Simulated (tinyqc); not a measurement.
Biaxial strain splits the top of the valence band: sp3s* tight binding, strained.

sp3s* tight binding, nearest neighbours only: anion (a) at 0, cation (c) at a/4 (1,1,1), orbitals s, px, py, pz, s* on each; k in units of 2 pi/a. With phases e_j = exp(i (pi/2) k.n_j) for n = (1,1,1), (1,-1,-1), (-1,1,-1), (-1,-1,1): g0 = (e1+e2+e3+e4)/4, g1 = (e1+e2-e3-e4)/4, g2 = (e1-e2+e3-e4)/4, g3 = (e1-e2-e3+e4)/4. The diagonal holds the levels Esa, Epa, Exa (s*) and Esc, Epc, Exc. Anion-cation block: <sa|sc> = Vss g0; <sa|xc> = Vsapc g1; <xa|sc> = -Vscpa g1; <xa|xc> = Vxx g0; <xa|yc> = <ya|xc> = Vxy g3, <xa|zc> = <za|xc> = Vxy g2, <ya|zc> = <za|yc> = Vxy g1; <s*a|xc> = Vxapc g1; <xa|s*c> = -Vpaxc g1; y and z take g2 and g3 in place of g1; s-s* and s*-s* vanish.

Strain e moves each bond vector to d = (1 + e) d0 (no internal displacement for the diagonal strains used here) and k is given in fractions of the strained reciprocal cell, so the phases stay. Two-centre values Vss_sigma = Vss/4, Vsp_sigma = sqrt3 V/4 for each s-p and s*-p pair, Vpp_sigma = (Vxx + 2 Vxy)/4, Vpp_pi = (Vxx - Vxy)/4 are scaled by (d0/d)^eta and combined with the new direction cosines; the levels on the diagonal stay.

Values chosen for the exercise (near a published set for Si, fitted to gaps, whose masses and valley positions are rough; shifted at random, so the results belong to these values and not to a real crystal):

| symbol | value | unit | meaning |
|---|---|---|---|
| Esa | -4.179 | eV | s level of the anion |
| Epa | 1.706 | eV | p level of the anion |
| Esc | -4.179 | eV | s level of the cation |
| Epc | 1.706 | eV | p level of the cation |
| Exa | 6.641 | eV | s* level of the anion |
| Exc | 6.641 | eV | s* level of the cation |
| Vss | -8.283 | eV | s-s |
| Vxx | 1.725 | eV | px-px |
| Vxy | 4.571 | eV | px-py |
| Vsapc | 5.757 | eV | s anion, p cation |
| Vscpa | 5.757 | eV | s cation, p anion |
| Vxapc | 5.348 | eV | s* anion, p cation |
| Vpaxc | 5.348 | eV | p anion, s* cation |
| eta | 3 |  | scaling exponent |
| D001 | 0.78 |  | ratio -ezz/exx |

No spin-orbit coupling; k = 0; exx = eyy = e, ezz = -D001 e. The four bonds keep equal lengths, and the sums over them give Vxx(e) for px and py and Vzz(e) for pz; each level is the lower root of [[Epa, V], [V, Epc]], and the s level the upper root of the s block. The shear potential b follows from E(x,y) - E(z) = 3 b (exx - ezz), taken as the slope between e = -0.005 and 0.005.

Couplings and levels at Gamma (eV):

| e | ezz | Vxx(e) | Vzz(e) | E(x,y) | E(z) | E(x,y) - E(z) (meV) | upper s level |
|---|---|---|---|---|---|---|---|
| -0.020 | 0.0156 | 1.6543 | 1.9924 | 0.0517 | -0.2864 | 338.0 | 4.3058 |
| -0.010 | 0.0078 | 1.6907 | 1.8566 | 0.0153 | -0.1506 | 165.9 | 4.2050 |
| -0.005 | 0.0039 | 1.7081 | 1.7903 | -0.0021 | -0.0843 | 82.1 | 4.1545 |
| 0.005 | -0.0039 | 1.7413 | 1.6608 | -0.0353 | 0.0452 | -80.6 | 4.0535 |
| 0.010 | -0.0078 | 1.7571 | 1.5975 | -0.0511 | 0.1085 | -159.6 | 4.0029 |
| 0.020 | -0.0156 | 1.7872 | 1.4742 | -0.0812 | 0.2318 | -313.0 | 3.9018 |

b = -3.047 eV

How do the results move, and what explains it?

Under tension in the plane (e > 0) the bonds tilt towards the plane, Vxx grows to 1.7571 and Vzz falls to 1.5975 eV at e = 0.01, and the pz state forms the top of the valence band, by 159.6 meV; under compression (e = -0.01) the px, py pair does, by 165.9 meV. The slope gives b = -3.05 eV, a rough value, since on-site strain terms are left out (measured values lie near -2 eV).

Computed by tinyqc, a small Python program: `OMP_NUM_THREADS=1 python tinyqc.py 1452304 1452305 out.jsonl` (the numbers bound the seed that draws the inputs); one thread of a shared host (Intel(R) Xeon(R) Processor @ 2.30GHz), about 0.1 s for the whole set of steps.
